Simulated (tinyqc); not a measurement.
# Worked calculation: conduction-band offset of an n-N heterojunction from carrier-profile moments

tinyqc, about 0.07 s, one thread, Intel Xeon 2.30GHz (shared host): `OMP_NUM_THREADS=1 python tinyqc.py 2410048 2410049 out.jsonl` Printed values are rounded.

Layer 1 (x < 0) accumulates electrons and layer 2 (x > 0) is depleted. Boltzmann statistics. The bands bend down by V1 in layer 1 and up by V2 in layer 2, with V1 + V2 = VD = dE + Vt ln[(N2/Nc2)/(N1/Nc1)].

Parameters, values chosen for the exercise; values of the order of III-V alloys: temperature T = 350 K; relative permittivity of both layers eps_r = 13.2; density of states of the narrow-gap layer 1 Nc1 = 3.2e17 cm^-3; density of states of the wide-gap layer 2 Nc2 = 5.5e17 cm^-3; conduction-band offset dE = 0.22 eV; donor density in layer 1 N1 = 3.2e15 cm^-3; donor density in layer 2 N2 = 1.5e16 cm^-3; fixed charge at the interface si = 0 cm^-2.

Constants: q = 1.602176634e-19 C, kB = 1.380649e-23 J/K, Vt = kB T/q, eps0 = 8.8541878128e-14 F/cm where lengths are in cm. Results are converted to the units shown.

## Division of the diffusion potential

Sheet densities from the first integral: Q1 = sqrt((2 eps0 eps_r Vt N1/q)(exp(u1) - u1 - 1)) extra electrons, Q2 = sqrt((2 eps0 eps_r Vt N2/q)(exp(-u2) + u2 - 1)) missing ones, u = V/Vt; neutrality Q1 = Q2 + si. Q1 - Q2 rises steadily with V1, so V1 follows by bisection.

VD = 0.250260 V
V1 = 0.0953208 V
V2 = 0.154939 V
Q1 = 1.65366e11 cm^-2
n at x = 0- = 7.54586e16 cm^-3
n at x = 0+ = 8.81172e13 cm^-3

n drops across the interface by 856 = (Nc1/Nc2) exp(dE/Vt).

## Electron profile

-x, left point 0 to 9 (nm): 0  1.92  11.6  33.4  70.5  126  202  302  427  580
x, right point 0 to 9 (nm): 0  21.7  53.5  90.7  132  176  223  273  325  378

Integrate the field q Q(V)/(eps0 eps_r) away from the interface on each side; n = N exp(+/- V/Vt).

n in layer 1, left point 0 to 9 (cm^-3): 7.54586e16  6.56962e16  3.74331e16  1.68515e16  8.22032e15  4.99193e15  3.79246e15  3.36356e15  3.23529e15  3.20554e15
n in layer 2, right point 0 to 9 (cm^-3): 8.81172e13  3.84072e14  1.89967e15  5.85002e15  1.05365e16  1.33509e16  1.44898e16  1.48594e16  1.49637e16  1.49909e16

## Offset from the moments

A C-V profile smears n(x) but keeps its zeroth and first moments: si = -int (N - n) dx, VD = (q/(eps0 eps_r)) int (N - n) x dx, dE = VD - Vt ln[(N2/Nc2)/(N1/Nc1)]. Use the trapezoidal rule on each side.

si = 1.35498e10 cm^-2
VD = 0.249214 V
dE = 0.218954 eV

On these few points dE comes out -1.0 meV from the true 0.22 eV, and si misses by 1.4e10 cm^-2, 8.2 % of Q1.
